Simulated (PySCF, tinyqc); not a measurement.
RHF in the sto-3g basis, for H3-, spin multiplicity 1, step by step. The basis has no diffuse functions, so it cannot describe the extra electron: this is an exercise in the method, not the real anion. The lowest restricted solution is unstable here: a spin-polarised one lies 0.2031 hartree lower (PySCF). One step of it, computed by the program tinyqc.

Question. Orthogonalisation. S = U s U^T; canonical form X = U s^(-1/2), so that X^T S X = 1. Each column of U has its largest component positive (the first on a tie).

overlap S, order 1H 1s, 2H 1s, 3H 1s:
```
[[1.000000, 0.245237, 0.245160],
 [0.245237, 1.000000, 0.245160],
 [0.245160, 0.245160, 1.000000]]
```

Give: eigenvalues of S; X.

Answer.

eigenvalues of S: [0.755, 0.755, 1.490]

X, order 1H 1s, 2H 1s, 3H 1s:
```
[[0.814, -0.470, 0.473],
 [-0.814, -0.470, 0.473],
 [0.000, 0.940, 0.473]]
```
